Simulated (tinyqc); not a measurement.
Alloy A(1-x)B(x) by interpolation with bowing: one step. Shares of the electrons in the valleys. Two cases, with inputs chosen for the exercise.

Task: Non-degenerate: n_i proportional to md_i^(3/2) exp(-E_i/kT).

Constants: kB = 8.617333262e-05 eV/K.

Give: md^(3/2); (E - E_min)/kT; shares.

Case 1.

Values chosen (out of a larger set: A near InSb, B near InAs; not measured data): md = (0.0106, 0.7, 0.57) m0 (density-of-states masses of Gamma, all X and all L valleys); T = 77 K (temperature).

gaps (eV): Gamma 0.179797, X 0.936945, L 0.869905

Result:

md^(3/2): Gamma 0.0011, X 0.5857, L 0.4303

(E - E_min)/kT: Gamma 0.00, X 114.11, L 104.00

shares: Gamma 1.000, X 0.000, L 0.000

Gamma holds most electrons (100.0 %).

Case 2.

Values chosen (out of a larger set: A near GaP, B near InP; not measured data): md = (0.117, 0.71, 0.62) m0 (density-of-states masses of Gamma, all X and all L valleys); T = 300 K (temperature).

gaps (eV): Gamma 2.648869, X 2.325561, L 2.543271

Result:

md^(3/2): Gamma 0.0400, X 0.5983, L 0.4882

(E - E_min)/kT: Gamma 12.51, X 0.00, L 8.42

shares: Gamma 0.000, X 1.000, L 0.000

X holds most electrons (100.0 %).

Computed by tinyqc, one run a case: `OMP_NUM_THREADS=1 python tinyqc.py N N+1 out.jsonl` with N = 1081446, 1081517; one thread of a shared Intel(R) Xeon(R) Processor @ 2.30GHz, about 0.01 s a run at most.
